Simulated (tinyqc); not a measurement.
Chemically amplified photoresist: aerial image, acid generation, bake, development and line width: one step, computed by the program tinyqc.

Lines and spaces of pitch p with a two-beam-like image; x = 0 is the middle of the bright space. The resist is positive and treated as uniform in depth.

Problem. Acid image and its blur. Dose E(x) = E [1 + c cos(2 pi x/p)]; acid h = 1 - exp(-C E(x)). Bake: the acid image is blurred by a Gaussian of variance sigma^2 = 2 D t (each Fourier term k of h, taken on 64 points, is multiplied by exp(-4 pi^2 k^2 D t/p^2)). Cosine coefficients: h(x) = sum_k h_k cos(2 pi k x/p).

Inputs (values chosen for the exercise, for a model resist at 13.5 nm):
```
quantity            value     unit
pitch p                35       nm
image contrast c      0.8        -
mean dose E          8.11  mJ/cm^2
Dill parameter C    0.028  cm^2/mJ
acid diffusivity D  0.036   nm^2/s
bake time t            45        s
```

Give: diffusion length sigma = sqrt(2 D t); h_0 to h_4 before the bake; h_0 to h_4 after the blur; blur factor of the first harmonic.

Solution.

diffusion length sigma = sqrt(2 D t) = 1.8 nm

h_0 to h_4 before the bake: 0.19655  0.14536  -0.00659  0.00020  0.00000

h_0 to h_4 after the blur: 0.19655  0.13796  -0.00535  0.00012  0.00000

blur factor of the first harmonic = 0.94913

sigma/p = 0.051; the blur keeps 95 % of the modulation.
